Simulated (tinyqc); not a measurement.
# Changing the wafer diameter over spacing D/s

Model: four-point probe, van der Pauw, Hall and spreading-resistance readings of a semiconductor layer. Computed by tinyqc, a small Python program. Command: `OMP_NUM_THREADS=1 python tinyqc.py 3112861 3112862 out.jsonl probe sweep`. One thread of a shared host (Intel(R) Xeon(R) Processor @ 2.30GHz), about 0.01 s of CPU time with the checks.

The layer is uniform and ohmic; contacts are points unless a radius is given.

Backing of the layer: insulating.

Method. For a thin circular wafer probed at its centre, R_s = C V/I with C = pi/(ln 2 + ln[((D/s)^2 + 3)/((D/s)^2 - 3)]).

One run for each value:
```
wafer diameter over spacing D/s,factor C,error if pi/ln 2 is used (%)
3.0,2.2662,1.0000e+02
5.1,3.3968,3.3429e+01
8.6,4.0572,1.1710e+01
14.0,4.3406,4.4168e+00
24.0,4.4653,1.5028e+00
41.0,4.5091,5.1494e-01
70.0,4.5244,1.7666e-01
120.0,4.5296,6.0112e-02
200.0,4.5314,2.1640e-02
```

What does the table show?

Over the rows, factor C rises from 2.27 to 4.53 (exponent d ln y / d ln x 0.76 between the first rows and 7.5e-4 between the last); error if pi/ln 2 is used (%) falls from 100 to 0.0216 (exponent d ln y / d ln x about -2.0 throughout).
